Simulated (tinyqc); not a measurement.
Worked calculation: interband optics of a two-band s-p chain from momentum matrix elements. Values are carried at full precision from step to step, so a last printed digit may differ when a step is redone from the rounded ones.

H(k) = [[Es - 2 ts cos ka, 2i V sin ka], [-2i V sin ka, Ep_ + 2 tp cos ka]] in the basis s, p; the lower band is full, with two electrons a cell. The velocity operator times hbar is W = dH/dk (eV angstrom); intra-atomic dipoles are left out.

Constants: hbar^2/2m0 = 3.80998211 eV angstrom^2; e^2/(4 pi eps0) = 14.39964547 eV angstrom.

Values chosen for the exercise: a = 3.02 angstrom (period); Es = 3.84 eV (upper orbital (s)); Ep_ = -2.1 eV (lower orbital (p)); ts = 0.52 eV (s-s hopping); tp = 0.26 eV (p-p hopping); V = 1.6 eV (s-p hopping); k = 0.28 2 pi/a (wave vector); N = 10 (k points); Ar = 8.8 angstrom^2 (cross-section per chain); eta = 0.15 eV (Lorentzian half width); E = 6.51 eV (photon energy).

## Hamiltonian and velocity at one k

Form H and W = dH/dk.

H (eV):
```
          s        p
s    4.0349  3.1433i
p  -3.1433i  -2.1974
```

W (eV angstrom):
```
         s         p
s   3.0852  -1.8109i
p  1.8109i   -1.5426
```

## Matrix element between the bands

Diagonalise H, transform W, and form w = |W_cv|^2, the Kane-type energy w/c and the oscillator strength f = w/(c D), c = hbar^2/2m0, D = Ec - Ev.

Ev, Ec (eV): -3.5074  5.3449

weights:
```
        v       c
s  0.1480  0.8520
p  0.8520  0.1480
```

slopes dEv/dk, dEc/dk (eV angstrom): 0.428  1.114

w = 8.516 eV^2 angstrom^2
w/c = 2.235 eV
f = 0.252

## Transitions on the mesh

At each k_j = (j + 1/2)/N (2 pi/a) up to the zone edge give D = Ec - Ev, w = |<c|W|v>|^2 and f = w/(c D), c = hbar^2/2m0; the other half of the zone repeats the values.

Transitions:
```
k (2 pi/a)  D (eV)  w (eV^2 angstrom^2)      f
0.0500      4.8755               65.701  3.537
0.1500      7.2139                6.695  0.244
0.2500      8.7318                2.981  0.090
0.3500      8.5922               32.280  0.986
0.4500      7.6826               82.240  2.810
```

D runs from 4.875 to 8.732 eV on the mesh; f is largest at k = 0.0500.

## Dielectric function from the table

With w(k) = |<c|W|v>|^2 and D(k) = Ec - Ev, on the mesh k_j = (j + 1/2)/N (2 pi/a): eps(E) = 1 + (8 pi e2/(a Ar)) mean_j (w/D^2) [1/(D - E - i eta) + 1/(D + E + i eta)], e2 = e^2/(4 pi eps0); light polarised along the chains, no local fields.

Take the mean over the rows. Also eps(0) at eta = 0, and the effective electrons per cell n_eff = 2 mean(f).

eps(E) = 1.750+0.959i
eps(0) = 5.475
n_eff = 3.066

On a mesh of 2000 points the values are 0.976+2.130i, 5.740 and 3.111. n_eff need not equal the 2 electrons of the cell: a two-orbital basis with chosen hoppings does not obey the sum rule of free electrons. E lies within, or within 2 eta of, the range of transitions of the band (4.38 to 8.86 eV); their spacing on this mesh (up to 2.34 eV) exceeds eta, so eps(E) depends on where the few mesh points fall.

## Checks

- Curvature of the lower band against <v|d2H/dk2|v> - 2 w/D (eV angstrom^2): both 18.93.
- Zone mean of 2 w/D against the zone mean of <v|d2H/dk2|v>, the f-sum rule of a full band (eV angstrom^2): both 11.852.

Program tinyqc; command `OMP_NUM_THREADS=1 python tinyqc.py 1652225 1652226 out.jsonl`; about 0.01 s on one thread of a shared Intel(R) Xeon(R) Processor @ 2.30GHz.
